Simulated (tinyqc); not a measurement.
From Peierls barrier back to corrugation W: Frenkel-Kontorova chain: a misfit dislocation (kink) in a monolayer on a periodic substrate. Computed by tinyqc, a small Python program. Command: `OMP_NUM_THREADS=1 python tinyqc.py 3011812 3011813 out.jsonl fkchain inv`. One thread of a shared host (Intel(R) Xeon(R) Processor @ 2.30GHz), about 0.07 s of CPU time with the checks.

E = sum_j [(k/2)(x_(j+1) - x_j - b)^2 + (W/2)(1 - cos(2 pi x_j/a))], x_j = a (j + u_j). A kink takes u from 0 to 1: the chain is stretched by one period and has one atom fewer than wells.

Inputs (values chosen for the exercise, for a model overlayer):
```
quantity              value           unit
spring constant k      4.39  eV/angstrom^2
substrate period a     3.71       angstrom
misfit f = (b - a)/a    0.3              -
atoms on each side n      9              -
atomic mass M           157              u
```

Relaxation: Newton steps.

Constants: nu for 1 eV/(angstrom^2 u) = 15.6333042 THz.

Method:
- l0 = sqrt(k a^2/(2 W)); kink u(j) = (2/pi) arctan exp(pi j/l0); kink energy at f = 0: E0 = (4/pi) W l0; with misfit E0 - k a^2 f; kinks become favourable at f_c = 2/(pi l0), and a coherent chain with free ends loses stability at f_m = 1/l0. Lowest vibration of the flat chain: nu0 = 15.6333042 THz x sqrt(2 pi^2 W/(a^2 M)).
- Discrete chain at f = 0, ends held at u = 0 and 1: E = (k a^2/2) sum (u_(j+1) - u_j)^2 + (W/2) sum (1 - cos 2 pi u_j), gradient g_j = k a^2 (2 u_j - u_(j-1) - u_(j+1)) + pi W sin(2 pi u_j), Hessian 2 k a^2 + 2 pi^2 W cos(2 pi u_j) on the diagonal and -k a^2 beside it.
- Start as above (continuum shape at j + 1/2, j = -n..n-1, l0 = sqrt(k a^2/(2 W))). u(new) = u - H^-1 g; stop when the largest gradient is below 1e-9 eV.
- Repeat by Newton steps with an atom at the centre (j = -n..n, u_0 = 1/2). Barrier = difference of the two energies; the lowest Hessian eigenvalue tells minimum from saddle.

Problem. A run gave the result below. Find the corrugation W, known to lie between 1.6 and 3.8 eV.

Peierls barrier = 8.359012 meV

Solution.

Each step takes the trial c = (a f_b - b f_a)/(f_b - f_a), f being the result less the target and a, b, c the logarithms of the listed values; c replaces end b, the old b replaces a if the sign of f changed, and otherwise f_a is halved.

Scan of the range:
```
corrugation W (eV)  Peierls barrier (meV)
1.60                                0.947
1.85                                2.469
2.13                                5.764
2.47                               13.132
2.85                               27.428
3.29                               54.393
3.80                              102.733
```

False position (Illinois rule, in the logarithm of the input) inside the bracket:
```
step    end a    end b    trial  Peierls barrier (meV)
1     2.13000  2.47000  2.24406                7.76069
2     2.47000  2.24406  2.26817                8.23997
3     2.47000  2.26817  2.27738                8.42851
4     2.26817  2.27738  2.27398                8.35856
5     2.27738  2.27398  2.27400                8.35901
6     2.27738  2.27400  2.27400                8.35901
7     2.27400  2.27400  2.27400                8.35901
8     2.27400  2.27400  2.27400                8.35901
9     2.27400  2.27400  2.27400                8.35901
10    2.27400  2.27400  2.27400                8.35901
11    2.27400  2.27400  2.27400                8.35901
12    2.27400  2.27400  2.27400                8.35901
```

Peierls barrier rises at every point of a 13-point scan of the range (every second point is shown), so one value fits; it is bracketed by 2.13 and 2.47. Answer: corrugation W = 2.274 eV.

Caution: a corrugation above 1 eV is larger than real overlayers usually show; it is chosen to keep the kink narrow.
